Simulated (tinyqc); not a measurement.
# Biaxially strained (001) channel, valley splitting in an inversion layer: effect of the confining field

A thin layer grown on a relaxed buffer is stretched in the plane. The two valleys with their long axis along the growth direction (D2) sink against the four in-plane ones (D4); confinement in a triangular well splits them too. Only the lowest subband of each set is kept; one relaxation time, so the weakening of intervalley scattering is left out.

e_par = b1 x, e_perp = -2 (c12/c11) e_par, splitting D = Xu (e_par - e_perp), in-plane stress (c11 + c12 - 2 c12^2/c11) e_par. Levels E(m) = 2.33811 (hbar^2 q^2 F^2/(2 m))^(1/3): E2 = E(ml), E4 = E(mt) + D; N2 = 2 mt kB T/(pi hbar^2), N4 = 4 sqrt(mt ml) kB T/(pi hbar^2). EF solves Ns = N2 ln(1 + exp((EF - E2)/Vt)) + N4 ln(1 + exp((EF - E4)/Vt)); f2 is the share in D2, and 1/mc = f2/mt + (1 - f2)(1/mt + 1/ml)/2. The gain is mc(x = 0)/mc.

Values chosen for this exercise; values close to those of silicon on relaxed silicon-germanium:
- T = 400 K (temperature)
- x = 0.28 (germanium share of the relaxed buffer)
- b1 = 0.0418 (lattice mismatch per unit x)
- c11 = 162 GPa (elastic constant)
- c12 = 64.8 GPa (elastic constant)
- Xu = 8.75 eV (shear deformation potential)
- ml = 0.928 m0 (longitudinal mass)
- mt = 0.195 m0 (transverse mass)
- Ns = 1.2e12 cm^-2 (inversion density)

Constants: q = 1.602176634e-19 C, kB = 1.380649e-23 J/K, hbar = 1.054571817e-34 J s, m0 = 9.1093837015e-31 kg, Vt = kB T/q, hbar^2/(2 m0) = 0.0380998212 eV nm^2. Results are converted to the units shown.

The same in every row: D (meV) = 184.34.

Results:
```
F (MV/cm)  f2 without strain       f2  mc (m0)    gain
0.1                  0.32079  0.98910  0.19584  1.3607
0.3                  0.50632  0.99507  0.19538  1.2398
0.5                  0.65270  0.99736  0.19520  1.1578
0.7                  0.76152  0.99846  0.19512  1.1033
0.9                  0.83824  0.99906  0.19507  1.0678
1.3                  0.92580  0.99961  0.19503  1.0300
1.5                  0.94934  0.99974  0.19502  1.0203
```

Estimate the missing row, F = 1.1 MV/cm.

Computed row:
```
F (MV/cm)  f2 without strain       f2  mc (m0)    gain
1.1                  0.89061  0.99941  0.19505  1.0449
```

With this row back in the table: As F goes from 0.1 to 1.5 MV/cm, f2 rises from 0.989 to 1.00 (without strain: it rises from 0.321 to 0.949) and the gain falls from 1.36 to 1.02. Strong confinement already empties D4, so strain has less to move.

Program tinyqc, `OMP_NUM_THREADS=1 python tinyqc.py 2530154 2530155 out.jsonl`; Intel Xeon 2.30GHz, shared host, one thread, about 0.01 s.
